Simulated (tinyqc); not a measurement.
Inside a calculation. Model: hot electrons in a saturated n-channel MOSFET, lucky-electron model.

Computed by the program tinyqc: `OMP_NUM_THREADS=1 python tinyqc.py 2550110 2550111 out.jsonl`, one thread of a shared Intel Xeon 2.30GHz, about 0.01 s for the whole run. Printed values are rounded.

Beyond pinch-off the lateral field grows as Esat cosh(y/l) over the velocity-saturated region (pseudo-two-dimensional model). Impact ionisation in this region gives the substrate current, which biases the body forward through Rsub. Currents are per width. Local-field laws: they overstate ionisation when the field peak is narrower than an energy relaxation length.

Inputs (values chosen for the exercise); values close to those of silicon n-channel devices:

| symbol | value | unit | meaning |
|---|---|---|---|
| L | 0.18 | um | channel length |
| tox | 4.2 | nm | oxide thickness |
| xj | 65 | nm | junction depth |
| VT | 0.77 | V | threshold |
| mu | 330 | cm^2/(V s) | effective mobility |
| vs | 7.8e6 | cm/s | saturation velocity |
| Ai | 2e6 | 1/cm | ionisation prefactor |
| Bi | 1.86 | MV/cm | ionisation field |
| Rd | 0 | ohm um | resistance of the lightly doped drain |
| Rsub | 2800 | ohm um | substrate resistance |
| kb | 0.48 |  | fall of VT per volt of forward body bias |
| lm | 7.2 | nm | hot-electron mean free path |
| pb | 3.2 | V | oxide barrier |
| Cg | 0.0014 |  | prefactor of the gate current |
| m | 3.3 |  | lifetime exponent |
| Hl | 1800 | s uA/um | lifetime constant |
| Vd | 1.7 | V | drain voltage |
| Vg | 1 | V | gate voltage |

Constants: eps0 = 8.8541878128e-14 F/cm where lengths are in cm. Results are converted to the units shown.

## Length and field scales

Cox = 3.9 eps0/tox, l = sqrt(3 tox xj), Esat = 2 vs/mu.

Cox = 0.822175 uF/cm^2
l = 28.6182 nm
Esat = 0.0472727 MV/cm
Esat L = 0.850909 V

## Iteration 1: body bias from the substrate current

Vb at the start = 0 V

Cox = 3.9 eps0/tox. Overdrive g = Vg - VT + kb Vb; Vdsat = g Esat L/(g + Esat L); Id = Cox vs (g - Vdsat); dV = Vd - Id Rd - Vdsat; Em = sqrt((dV/l)^2 + Esat^2); Isub = Id (Ai/Bi) l Em exp(-Bi/Em). Vb(new) = Rsub Isub.

Vdsat = 0.181060 V
Id = 31.3852 uA/um
dV = 1.51894 V
Em = 0.532862 MV/cm
Isub = 1.56876 uA/um
Vb after iteration 1 = 0.00439252 V

## Iteration 2: body bias from the substrate current

As before.

Vdsat = 0.182364 V
Id = 31.9010 uA/um
dV = 1.51764 V
Em = 0.532408 MV/cm
Isub = 1.58845 uA/um
Vb after iteration 2 = 0.00444766 V

## Course of the iteration: body bias from the substrate current

Stop when Vb changes by less than 1e-9 V, or after 60 iterations.

Course of the iteration:
```
iteration      Vb (V)  |change| (V)
1          0.00439252       4.39e-3
2          0.00444766       5.51e-5
3          0.00444835       6.92e-7
4          0.00444836       8.69e-9
5          0.00444836      1.09e-10
```

Converged in 5 iterations. At the end each change is about 0.013 times the one before: linear convergence.

## Gate current, lifetime and channel shortening

Id = 31.9076 uA/um
dV = 1.51762 V
Em = 0.532402 MV/cm
Isub = 1.58870 uA/um

Ig = Cg Id exp(-pb/(lm Em)); lifetime tau = (Hl/Id)(Isub/Id)^(-m); length of the saturated region dL = l ln[(dV/l + Em)/Esat]. 1 year = 3.15576e7 s.

Isub/Id = 0.0497906
Ig = 10.5821 pA/um
tau = 0.0356195 years
dL = 89.0780 nm

The lifetime misses ten years. Integrating Ai exp(-Bi/E) over the cosh profile gives Isub/Id = 0.0405, so the closed form is 23 % above it.
